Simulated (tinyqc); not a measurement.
# Which input was changed?

Model: solid solubility of a dopant against its melt (retrograde solidus), clustering and the electrically active fraction. Computed by tinyqc, a small Python program. Command: `OMP_NUM_THREADS=1 python tinyqc.py 3025584 3025585 out.jsonl retro which`. One thread of a shared host (Intel(R) Xeon(R) Processor @ 2.30GHz), about 0.1 s of CPU time with the checks.

Inputs (values chosen for the exercise, for a model dopant): melting point of the host T_m = 1687 K; heat of melting of the host H_f = 50.2 kJ/mol; interaction L of the melt = -12 kJ/mol; enthalpy of transfer from melt to solid H = 1.17 eV; entropy of transfer S = 1.36 k_B; site density N0 = 5e+22 1/cm^3; temperature T = 1305 K.

Constants: R = 8.314462618 J/(mol K); k_B = 8.617333262e-05 eV/K; e = 1.602176634e-19 C; N_A = 6.02214076e+23 1/mol.

Method. x_l and x_s are atom fractions of the dopant in melt and solid; the solid is dilute. Liquidus of the host: R T ln(1 - x_l) + L x_l^2 = -H_f (1 - T/T_m). Distribution: k = x_s/x_l = exp[L (1 - x_l)^2/(R T)] exp(S/k_B - H/(k_B T)), the first factor being the activity coefficient in the melt. Solubility = x_s N0; at T_m x_l = 0. The largest x_s N0 between 900 K and T_m. For an ideal melt with constant heats the maximum has x_l = H_f/(H + H_f), H in the same units.

Task: One of these inputs alone was changed, within the range given: interaction L of the melt (-24 to -6); enthalpy of transfer from melt to solid H (0.585 to 2.34); entropy of transfer S (0.68 to 2.72); temperature T (900 to 1680). Which one, and to what value?

Results:
```
run     largest solubility (1/cm^3)  distribution coefficient k  temperature of the maximum (K)
before                 4.307963e+18                9.196436e-05                        1506.756
after                  3.592862e+18                8.334537e-05                        1501.528
```

Result:

Each candidate set to reproduce largest solubility, and what it then gives:
```
candidate                                       range searched  value needed  distribution coefficient k  temperature of the maximum (K)
interaction L of the melt (kJ/mol)                   -24 to -6        -15.20                  8.3345e-05                          1501.5
enthalpy of transfer from melt to solid H (eV)   0.585 to 2.34         1.194                  7.4561e-05                          1509.7
entropy of transfer S (k_B)                       0.68 to 2.72         1.178                  7.6699e-05                          1506.8
temperature T (K)                                  900 to 1680     no effect                           -                               -
```

Only interaction L of the melt fits every result: it went from -12 to -15.2 kJ/mol. The next best candidate, entropy of transfer S, misses one result by 8.0 %.
